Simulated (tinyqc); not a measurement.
Active against total: solid solubility of a dopant against its melt (retrograde solidus), clustering and the electrically active fraction. Computed by tinyqc, a small Python program. Command: `OMP_NUM_THREADS=1 python tinyqc.py 3025740 3025741 out.jsonl retro walk`. One thread of a shared host (Intel(R) Xeon(R) Processor @ 2.30GHz), about 0.01 s of CPU time with the checks.

Inputs (values chosen for the exercise, of the order of those of copper in silicon for the solubility):
```
quantity                                      value    unit
atoms per cluster m                               3       -
cluster scale N* at 1273 K                  3.2e+20  1/cm^3
activation energy E_b of the cluster scale     0.46      eV
anneal temperature T_a                         1350       K
```

Clustering: clusters of m atoms, electrons left out.

Constants: k_B = 8.617333262e-05 eV/K.

Method. A highly soluble donor (another dopant than that of the solidus) is limited by clustering. Donors N_a are active, and clusters hold m atoms each: N_t = N_a + m C, m C = N* (N_a/N*)^m, with N*(T) = N*(1273 K) exp[-(E_b/k_B)(1/T - 1/1273)].

Active density (1/cm^3):
```
N_t (1/cm^3)  N_a at T_a  fraction  N_a at T_a + 150 K  N_a at T_a - 150 K
1.00e+19      9.9940e+18   0.99940          9.9973e+18          9.9838e+18
3.00e+19      2.9839e+19   0.99464          2.9926e+19          2.9579e+19
1.00e+20      9.4837e+19   0.94837          9.7459e+19          8.8663e+19
2.00e+20      1.7017e+20   0.85086          1.8314e+20          1.4765e+20
5.00e+20      3.1350e+20   0.62700          3.6573e+20          2.4897e+20
1.00e+21      4.4967e+20   0.44967          5.4809e+20          3.4309e+20
2.00e+21      6.1207e+20   0.30604          7.6606e+20          4.5615e+20
5.00e+21      8.7968e+20   0.17594          1.1221e+21          6.4455e+20
```

What follows from these numbers?

The exponent d ln N_a/d ln N_t falls from 1.00 to 0.40, towards 1/m = 0.333. At the highest dose a 150 K hotter anneal gives 1.28 times the active density, and a later step 150 K cooler would cut it to 0.73 if it ran to equilibrium: short hot anneals come last. For ionised donors far above n_i the electrons enter the mass action too and halve the limiting exponent.

Extremes, crossings and ranges named in words are read from the listed rows.
